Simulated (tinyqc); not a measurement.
Swing curve: thickness of the top film: thin-film optics by transfer matrices.

Indices N = n + i k. Snell: N0 sin(theta) = N_j sin(theta_j), with Im(N_j cos theta_j) >= 0. Admittance y_j = N_j cos theta_j for s and N_j/cos theta_j for p. Phase delta_j = 2 pi N_j cos theta_j d_j/lambda. Layer matrix [[cos delta, -i sin delta/y], [-i y sin delta, cos delta]], multiplied from the top down to M. (B, C) = M (1, y_sub); r = (y0 B - C)/(y0 B + C), R = |r|^2, T = 4 Re y0 Re y_sub/|y0 B + C|^2, absorbed in the films 1 - R - T.

Inputs chosen for the exercise (indices near those of polySi, SiO2 on Cu; shifted at random, so the results belong to these values and not to a real crystal):
- lam = 633 nm (vacuum wavelength)
- n0 = 1 (ambient index)
- n = (3.946, 1.468, 0.266) (n of polySi, SiO2, substrate)
- k = (0.041, 0, 3.416) (k in the same order)
- d = (30.6, 19.9) nm (thicknesses, top first)
- theta = 60 degrees (angle of incidence)
- pol = p (polarisation)

The first entry of d takes the values listed.

Stack:
```
d_1 (nm)       R       T  absorbed
30.6      0.8410  0.0895    0.0694
44.3      0.8913  0.0567    0.0520
58.0      0.8960  0.0534    0.0507
71.7      0.8481  0.0743    0.0776
85.4      0.6793  0.1385    0.1822
99.1      0.5763  0.1571    0.2666
112.8     0.7461  0.0842    0.1697
126.5     0.8280  0.0544    0.1176
153.9     0.7685  0.0703    0.1612
167.6     0.5534  0.1253    0.3213
181.3     0.4462  0.1402    0.4135
195.0     0.6624  0.0790    0.2585
```

Give the missing row, d_1 (nm) = 140.2.

Computed row:
```
d_1 (nm)       R       T  absorbed
140.2     0.8360  0.0513    0.1127
```

R swings between 0.4462 and 0.8960 on these points. The period is lambda/(2 Re(N_1 cos theta_1)) = 82.2 nm, six rows. The film absorbs, so the curve does not repeat exactly: the swing is 0.3197 in the first period and 0.3898 in the second. The swing ratio (max - min)/mean is 0.61.

Program tinyqc; command `OMP_NUM_THREADS=1 python tinyqc.py 1682658 1682659 out.jsonl`; about 0.01 s on one thread of a shared Intel(R) Xeon(R) Processor @ 2.30GHz.
